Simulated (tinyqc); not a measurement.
Inside a calculation. Model: MESFET, gradual channel with velocity saturation.

Numbers from tinyqc (`OMP_NUM_THREADS=1 python tinyqc.py 2500025 2500026 out.jsonl`; about 0.04 s on one thread of a shared Intel Xeon 2.30GHz). Printed values are rounded.

A uniformly doped n-type channel, depleted from the top by a Schottky gate; at channel potential V the depleted share of a is u = sqrt((Vbi - Vg + V)/Vp), s at the source. Electrons drift with v = mu E/(1 + mu E/vsat). Abrupt depletion edge, no series resistance, source at 0.

Inputs (values chosen for the exercise); material values those of a made-up semiconductor:

| symbol | value | unit | meaning |
|---|---|---|---|
| T | 250 | K | temperature |
| eps_r | 14.2 |  | relative permittivity of the semiconductor |
| Nc | 2.6e17 | cm^-3 | conduction-band density of states at T |
| Nd | 5.8e16 | cm^-3 | donor density of the channel |
| a | 270 | nm | channel thickness |
| mu | 4300 | cm^2/(V s) | low-field mobility at this doping |
| vsat | 9e6 | cm/s | saturation velocity |
| L | 1 | um | gate length |
| W | 100 | um | gate width |
| phiB | 0.81 | V | Schottky barrier |
| Vg | -1.3 | V | gate voltage |
| Vd | 0.13 | V | drain voltage |

Constants: q = 1.602176634e-19 C, kB = 1.380649e-23 J/K, Vt = kB T/q, eps0 = 8.8541878128e-14 F/cm where lengths are in cm. Results are converted to the units shown.

Range of the model: The open channel at the source is under two Debye lengths thick, so the abrupt depletion edge is a rough picture.

## Built-in and pinch-off voltages

Vbi = phiB - Vt ln(Nc/Nd); Vp = q Nd a^2/(2 eps0 eps_r); G0 = q mu Nd a W/L; Z = mu Vp/(vsat L); s = sqrt((Vbi - Vg)/Vp). VT = Vbi - Vp.

Vbi = 0.7776799 V
Vp = 2.694008 V
VT = -1.916328 V
G0 = 107.8874 mS
Z = 12.87137
s = 0.8781928

Z = 12.9: velocity saturation dominates.

## Current below saturation

u = sqrt((Vbi - Vg + Vd)/Vp). I = (G0 Vp/3) F/(1 + Z (u^2 - s^2)), F = 3 (u^2 - s^2) - 2 (u^3 - s^3), with u at V = Vd; Z = 0 gives constant mobility, for which u stops at 1.

u = 0.9052502
F = 0.01566511
I for Z = 0 = 1.517685 mA
I = 0.9362005 mA

The falling mobility lowers the current by 38.3 %.

## Iteration 1: the saturation point by Newton steps

u at the start = 0.94

a is the channel (half-)thickness, Vp its pinch-off voltage and Z = mu Vp/(vsat L); an iterate with u > 1 is an overshoot, not a physical state. f = (1 - u)(1 + Z (u^2 - s^2)) - Z F/3, F = 3 (u^2 - s^2) - 2 (u^3 - s^3); f' = -(1 + Z (u^2 - s^2)); u(new) = u - f/f'.

f = 0.01580602
f' = -2.446450
u after iteration 1 = 0.9464608

## Iteration 2: the saturation point by Newton steps

As before.

f = -5.061960e-4
f' = -2.603327
u after iteration 2 = 0.9462664

## Course of the iteration: the saturation point by Newton steps

Stop when u changes by less than 1e-10, or after 60 iterations.

Course of the iteration:
```
iteration          u  |change|
1          0.9464608   6.46e-3
2          0.9462664   1.94e-4
3          0.9462662   1.77e-7
4          0.9462662  1.48e-13
```

Converged in 4 iterations. At the end the number of correct digits about doubles with each step.

## Saturation voltage, current and transconductance

um = 0.9462662

Vdsat = Vp (um^2 - s^2); Isat = (G0 Vp/Z)(1 - um), which is q Nd vsat a W (1 - um); gm = G0 (um - s)/(1 + Z (um^2 - s^2)). For Z = 0: Vdsat = Vp (1 - s^2), Isat = (G0 Vp/3)(1 - 3 s^2 + 2 s^3), gm = G0 (1 - s).

Vdsat = 0.3345877 V
Isat = 1.213368 mA
gm = 2.826250 mS
Vdsat for Z = 0 = 0.6163279 V
Isat for Z = 0 = 3.962176 mA
gm for Z = 0 = 13.14145 mS

The current saturates with 5.37 % of the channel still open at the drain, at 0.306 of the constant-mobility current.
